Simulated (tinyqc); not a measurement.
Inside a calculation. Model: threshold of a short bulk MOSFET: charge sharing, barrier lowering, narrow width.

Program tinyqc, `OMP_NUM_THREADS=1 python tinyqc.py 2002080 2002081 out.jsonl`; Intel Xeon 2.30GHz, shared host, one thread, about 0.01 s. Printed values are rounded.

n-channel device on a p-type body, depletion approximation, full ionisation. Uniform doping N = Na. Vbi from Boltzmann statistics is rough for the degenerate source. Cox = eps0 eox/tox.

Inputs (values chosen for the exercise); band and dielectric values close to those of silicon:
```
symbol,value,unit,meaning
T,300,K,temperature
Eg,1.13,eV,band gap
eps_r,11.8,,relative permittivity
Nc,2.79e19,cm^-3,conduction-band density of states at T
Nv,2.6e19,cm^-3,valence-band density of states at T
eox,7.35,,relative permittivity of the gate insulator (close to silicon nitride)
tox,19,nm,insulator thickness
Na,1.1e18,cm^-3,channel doping
Nsd,1e20,cm^-3,source and drain doping
Vfb,-0.83,V,flat-band voltage for the doping Na
xj,15,nm,junction depth
Vbs,0,V,body-source voltage
Vds,0.5,V,drain-source voltage
W,150,nm,gate width
xw,1.5708,,shape factor of the fringing depletion at the width edges
L,400,nm,channel length
```

Constants: q = 1.602176634e-19 C, kB = 1.380649e-23 J/K, Vt = kB T/q, eps0 = 8.8541878128e-14 F/cm where lengths are in cm. Results are converted to the units shown.

## Long-channel threshold and scales

ni = sqrt(Nc Nv) exp(-Eg/(2 Vt)), Eg in volts; 2 pB = 2 Vt ln(N/ni); flat band Vfb - Vt ln(N/Na); Wd = sqrt(2 eps0 eps_r (2 pB - Vbs)/(q N)); body term q N Wd/Cox; long-channel VT0 = flat band + 2 pB + body term; Vbi = Vt ln(N Nsd/ni^2); scale length l = sqrt((eps_r/eox) tox Wd).

N = 1.1e18 cm^-3
2 pB = 0.9646480 V
flat band = -0.83 V
Wd = 33.81919 nm
body term = 1.740139 V
VT0 = 1.874787 V
Vbi = 1.081237 V
l = 32.11854 nm

## Short-channel and narrow-width shifts

Charge sharing (trapezoid; it ignores Vds): F = (xj/L)(sqrt(1 + 2 Wd/xj) - 1), lowering = body term times F. Barrier lowering: th = exp(-L/(2 l)) + 2 exp(-L/l), lowering = th [2 (Vbi - 2 pB) + Vds], DIBL = th. Narrow width: rise = body term times xw Wd/W. VT by each model = VT0 - lowering + rise.

F = 0.05051903
lowering by charge sharing = 87.91011 mV
th = 0.001983305
lowering of the barrier = 1.454116 mV
DIBL = 1.983305 mV/V
narrow-width rise = 616.2781 mV
VT, charge sharing = 2.403155 V
VT, barrier lowering = 2.489611 V

L is 12.5 scale lengths. The charge-sharing lowering is 60.5 times the barrier lowering; the first falls off as 1/L and the second exponentially. Both describe the same loss of gate control, so they are alternatives and are not added.
